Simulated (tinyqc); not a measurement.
Worked calculation: overlap of hydrogenic dopants: pairs, impurity band and the Mott density. Values are carried at full precision from step to step, so a last printed digit may differ when a step is redone from the rounded ones.

Ry* = Ry m/eps^2, aB = a0 eps/m. For 1s orbitals a distance rho = R/aB apart, in Ry*: overlap S = exp(-rho)(1 + rho + rho^2/3), J = (2/rho)(1 - (1 + rho) exp(-2 rho)) (attraction to the other ion), Kx = 2 (1 + rho) exp(-rho) (exchange of one electron). One electron on a pair has E = -1 - (J +/- Kx)/(1 +/- S), without the repulsion 2/rho of the ions. Hopping after orthogonalisation: t = (Kx - S J)/(1 - S^2), half the splitting. Dopants on a lattice with z neighbours, n = 1/R^3 (simple cubic), give a band of width B = 2 z t, as on any lattice of two interpenetrating sublattices. Valleys, central cells and disorder are left out.

Constants: Ry = 13.60569312 eV; a0 (Bohr radius) = 0.5291772105 angstrom; hbar = 6.58211957e-16 eV s.

Inputs chosen for the exercise (an isotropic mass and dielectric constant of the size used for donors in SiC; not measured data): m = 0.421 m0 (mass); eps = 9.6 (dielectric constant); N = 0.0021 1/aB^3 (dopant density); rho = 2.7 aB (distance of a pair); u = 0.945 Ry* (cost of a second electron on one dopant); z = 6 (neighbours in the dopant lattice).

## Scales

Form Ry*, aB, and the density N in 1/cm^3 (1/angstrom^3 = 1e24/cm^3).

Ry* = 62.153 meV
aB = 12.067 angstrom
density = 1.195e+18 1/cm^3

## A pair with one electron

Form S, J, Kx, the two levels, t, and the total energy of the lower state with the repulsion, relative to a distant pair (-1).

S, J, Kx: 0.41197  0.72836  0.49732

levels (Ry*): even -1.86807, odd -1.39291

t = 0.23758 Ry*
energy of the pair against a distant one (negative: bound) = -0.12733 Ry*

In this host the pair is 3.3 nm long and its splitting 2t is 29.53 meV.

## The pair with two electrons (two-site Hubbard model)

t is the hopping between the two dopants. Singlet at (u - sqrt(u^2 + 16 t^2))/2 below the triplet at 0; estimate 4 t^2/u; weight of double occupancy (1 - u/sqrt(u^2 + 16 t^2))/2; swap time pi hbar/Jx with Jx the splitting in eV. t and u are in units of Ry*.

singlet-triplet splitting (meV): exact 12.28, 4 t^2/u 14.85

double occupancy = 0.1474
swap time = 0.168 ps

The estimate is 20.9 % too high at 4t/u = 1.01.

## The impurity band at this density

Form R/aB, t, B = 2 z t and N^(1/3) aB. Two estimates of the gap between the Hubbard bands: u - B (rigid bands, closing at B = u) and the Hubbard-III rule, which closes at B = (2/sqrt3) u; give B/u.

R/aB = 7.8090
t = 0.00412 Ry*

B: in Ry* 0.049, in meV 3.076

N^(1/3) aB = 0.1281
B/u = 0.052

Both rules leave a gap: an insulator at T = 0. Mott's screening rule, N^(1/3) aB = 0.26, puts this density on the insulating side.

## Checks

- Overlap S against numerical integration in elliptic coordinates: both 0.41197.

Computed by tinyqc, a small Python program: `OMP_NUM_THREADS=1 python tinyqc.py 1481393 1481394 out.jsonl` (the numbers bound the seed that draws the inputs); one thread of a shared host (Intel(R) Xeon(R) Processor @ 2.30GHz), about 0.01 s for the whole set of steps.
